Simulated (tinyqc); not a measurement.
Orbital energy against energy difference: ionisation energy by orbital energies and by energy differences in the cc-pvdz basis, for BeH2, spin multiplicity 1. Computed by the program tinyqc with PySCF. The cation is unrestricted; errors are against CCSD(T) in this basis, not against experiment.

Geometry (angstrom):
```
atom       x        y       z
Be    0.0000   0.0000  0.0000
H     0.0000   1.2770  0.0010
H     0.0000  -1.2770  0.0010
```

CCSD(T) difference in the same basis = 12.1099 eV

IP-EOM-CCSD = 12.1420 eV

First vertical ionisation energy (eV):
```
method     -e(HOMO)  E(cation) - E  error of -e(HOMO)  error of the difference
HF          12.3505      11.480309             0.2406                  -0.6295
LDA          7.5120      11.755866            -4.5978                  -0.3540
B3LYP        8.7244      12.026302            -3.3854                  -0.0836
PBE0         8.9051      11.959525            -3.2047                  -0.1503
CAM-B3LYP   10.4159      12.124282            -1.6940                   0.0144
LC-wPBE     11.8754      12.273197            -0.2344                   0.1633
```

Estimate the missing row, method = PBE.

Computed row:
```
method  -e(HOMO)  E(cation) - E  error of -e(HOMO)  error of the difference
PBE       7.5291      11.780385            -4.5807                  -0.3295
```

Koopmans errs by +0.24 eV and Delta-HF by -0.63 eV: relaxation, 0.87 eV, lowers the value and the missing correlation difference works against it. The PBE level is off by -4.6 eV through the wrong tail of its potential, though its energy difference is off by -0.33 eV; exact exchange deepens the level, and among the orbital energies LC-wPBE comes closest; among the differences CAM-B3LYP does.
